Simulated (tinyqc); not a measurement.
Holstein polaron on two sites: one step, computed by the program tinyqc.

One electron on sites 1 and 2: H = -t (c1+ c2 + c2+ c1) + hbar omega sum_i b_i+ b_i - g hbar omega sum_i n_i (b_i + b_i+). The symmetric phonon shifts the energy by -g^2 hbar omega/2 and drops out; with b = (b_1 - b_2)/sqrt(2) there remains H = -t sigma_x + hbar omega b+ b - (g hbar omega/sqrt(2)) sigma_z (b + b+). Parity splits it into blocks p = +1 and -1 over phonon numbers n. Zero-point energies are left out. Weights Z refer to mode b alone; the displaced symmetric mode multiplies the full zero-phonon weight by exp(-g^2/2).

Task: The even block in a small basis. Block p: H_nn = n hbar omega - p t (-1)^n - g^2 hbar omega/2, H_(n,n+1) = -(g hbar omega/sqrt(2)) sqrt(n + 1). Take p = +1 and n = 0..N-1.

Inputs (values chosen for the exercise, for a model dimer): hopping t = 5.1 meV; phonon energy hbar omega = 37 meV; coupling g = 0.25; phonon levels kept N = 6.

Give: H, even block.

Result:

H, even block (meV):
```
[[-6.26, -6.54, 0.00, 0.00, 0.00, 0.00],
 [-6.54, 40.94, -9.25, 0.00, 0.00, 0.00],
 [0.00, -9.25, 67.74, -11.33, 0.00, 0.00],
 [0.00, 0.00, -11.33, 114.94, -13.08, 0.00],
 [0.00, 0.00, 0.00, -13.08, 141.74, -14.63],
 [0.00, 0.00, 0.00, 0.00, -14.63, 188.94]]
```
